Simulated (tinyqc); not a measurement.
Worked calculation: the 3-omega method: a line heater on a substrate with a thin film. Computed by tinyqc, a small Python program that keeps every step. Command: `OMP_NUM_THREADS=1 python tinyqc.py 3018188 3018189 out.jsonl threeomega walk`. One thread of a shared host (Intel(R) Xeon(R) Processor @ 2.30GHz), about 0.01 s of CPU time with the checks. Intermediate numbers are printed to about 6 digits and carried at full precision; extremes and crossings named in words are read from the listed rows.

A current at angular frequency omega = 2 pi f heats the line at 2 omega with the amplitude P per length; the temperature swing Delta T at 2 omega gives a voltage at 3 omega. The substrate is taken as semi-infinite and isotropic, and the heat capacity of heater and film is left out.

Inputs (values chosen for the exercise, modelled on amorphous silicon on silicon):

| quantity | value | unit |
|---|---|---|
| substrate conductivity kappa | 154 | W/(m K) |
| substrate heat capacity C | 1.59 | 1e6 J/(m^3 K) |
| heater half-width b | 8.9 | micrometre |
| power amplitude per length P | 14 | W/m |
| current frequency f | 1400 | Hz |
| film thickness t | 47 | nm |
| film conductivity kappa_f | 1.4 | W/(m K) |
| interface resistance R_i | 7.3 | m^2 K/GW |
| substrate thickness d_s | 725 | micrometre |
| temperature coefficient of resistance beta | 2.6 | 1e-3/K |
| voltage amplitude V_1 | 2.5 | V |

## Penetration depth

D = kappa/C; q = sqrt(2 i omega/D); penetration depth 1/|q| = sqrt(D/(2 omega)).

diffusivity D = 96.8553 mm^2/s

penetration depth = 74.1981 micrometre

|q| b = 0.119949

penetration depth / d_s = 0.102342

## Temperature swing of the bare substrate

Delta T_s = (P/(pi kappa)) int_0^infinity (sin x/x)^2 / sqrt(x^2 + (q b)^2) dx with (q b)^2 = i |q b|^2, averaged over the heater width (12 Gauss-Legendre points on each of the pieces 0, 14 log-spaced edges from 1e-5 to 1, and multiples of pi to 40 pi; the tail adds 1/(4 (40 pi)^2)). For |q| b much below 1: Delta T_s = (P/(pi kappa)) [-ln(|q| b) + eta - i pi/4], eta = 3/2 - C_E = 0.92278, with Euler's C_E = 0.5772157.

in-phase Delta T_s = 0.0881239 K

out-of-phase Delta T_s = -0.0225102 K

in-phase, narrow-line form = 0.0880697 K

out-of-phase, narrow-line form = -0.0227273 K

The narrow-line form misses the in-phase part by -0.06 % and the out-of-phase part by +1.0 % at |q| b = 0.120.

## The film adds a constant step

One-dimensional flow across the film: Delta T_f = P (t/kappa_f + R_i)/(2 b); total in-phase swing Delta T = Delta T_s + Delta T_f; third-harmonic amplitude V_3 = V_1 beta |Delta T|/2 with the out-of-phase part included; the apparent film conductivity is t/(t/kappa_f + R_i).

Delta T_f = 0.0321461 K

total in-phase swing = 0.120270 K

V_3 = 0.397665 mV

apparent film conductivity = 1.14995 W/(m K)

film share of the in-phase swing = 0.267283

The interface lowers the apparent conductivity by 18 %. The film gives a large part of the signal.

## Conductivity from the slope

Take the in-phase swing at f and at 2f; in the narrow-line limit kappa = P ln 2/(2 pi [Delta T(f) - Delta T(2f)]), whatever the film and the heater width.

in-phase Delta T_s at 2f = 0.0781486 K

kappa from the slope = 154.828 W/(m K)

error of the slope method = 0.537487 %

## The window of frequencies

The slope value uses each f and 2f: kappa = P ln 2/(2 pi [Delta T(f) - Delta T(2f)]).

Bare substrate:

| f (Hz) | penetration depth (micrometre) | \|q\| b | in-phase (K) | out-of-phase (K) | narrow-line form (K) | kappa from the slope (W/(m K)) |
|---|---|---|---|---|---|---|
| 0.97 | 2818.84 | 0.00315732 | 0.193325 | -0.0227269 | 0.193324 | 154.001 |
| 9.7 | 891.397 | 0.00998433 | 0.160010 | -0.0227246 | 0.160009 | 154.006 |
| 97 | 281.884 | 0.0315732 | 0.126698 | -0.0227058 | 0.126694 | 154.058 |
| 490 | 125.418 | 0.0709629 | 0.103278 | -0.0226386 | 0.103259 | 154.291 |
| 1900 | 63.6913 | 0.139737 | 0.0837247 | -0.0224470 | 0.0836513 | 155.120 |
| 9700 | 28.1884 | 0.315732 | 0.0604294 | -0.0216856 | 0.0600635 | 159.552 |
| 39000 | 14.0580 | 0.633090 | 0.0413128 | -0.0198416 | 0.0399313 | 175.135 |
| 190000 | 6.36913 | 1.39737 | 0.0225165 | -0.0152246 | 0.0170208 | 246.668 |
| 970000 | 2.81884 | 3.15732 | 0.0101873 | -0.00872890 | -0.00656703 | 516.678 |
| 5.80e+06 | 1.15277 | 7.72053 | 0.00416309 | -0.00392035 | -0.0324415 | 1266.63 |

The slope gives kappa within 1 % up to |q| b = 0.14 (f = 1900 Hz) among these rows. The penetration depth stays under d_s/5 = 145 micrometre from f = 490 Hz up, so a usable window lies between the two. At high f the flow turns one-dimensional: in-phase and out-of-phase parts become equal in size (ratio 0.94 in the last row) and fall as f^(-1/2) (exponent -0.50).

Checks made by the program: narrow-line limit at |q| b = 0.002 (relative difference 7e-07).
